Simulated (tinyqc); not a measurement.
## Non-linearity against on/off ratio

Worst-case read of an N x N array without selectors, ideal wires, unselected lines floating and all unselected cells in the low state with resistance K Ron: the sneak path is Rsn = K Ron [2/(N - 1) + 1/(N - 1)^2], in parallel with the selected cell Rc. A sense resistor Ron to ground gives Vout = Vr Ron/(Ron + Rc Rsn/(Rc + Rsn)); margin = [Vout(Rc = Ron) - Vout(Rc = ra Ron)]/Vr. Here N = 128; the columns give the margin for ra = 5, 50 and 300.

Results:

| K | Rsn/Ron | margin, ra = 5 (%) | margin, ra = 50 (%) | margin, ra = 300 (%) |
|---|---|---|---|---|
| 1 | 0.01581 | 0.01902 | 0.02337 | 0.02377 |
| 3 | 0.04743 | 0.1555 | 0.1921 | 0.1955 |
| 10 | 0.1581 | 1.277 | 1.603 | 1.634 |
| 30 | 0.4743 | 5.886 | 7.625 | 7.796 |
| 100 | 1.581 | 16.58 | 22.53 | 23.14 |
| 1000 | 15.81 | 30.69 | 43.85 | 45.29 |
| 3000 | 47.43 | 32.42 | 46.58 | 48.14 |

Estimate the missing row, K = 300.

Computed row:

| K | Rsn/Ron | margin, ra = 5 (%) | margin, ra = 50 (%) | margin, ra = 300 (%) |
|---|---|---|---|---|
| 300 | 4.743 | 25.65 | 36.01 | 37.13 |

With this row back in the table: At K = 1 the margin is 0.0190 % for ra = 5 and 0.0238 % for ra = 300: an on/off ratio 60.0 times larger gains a factor of only 1.25, because the sneak path (0.016 Ron) shunts the cell. Raising K to 3000 lifts the margin at ra = 50 from 0.0234 to 46.6 %.

tinyqc, about 0.02 s, one thread, Intel Xeon 2.30GHz (shared host): `OMP_NUM_THREADS=1 python tinyqc.py 2880001 2880002 out.jsonl`
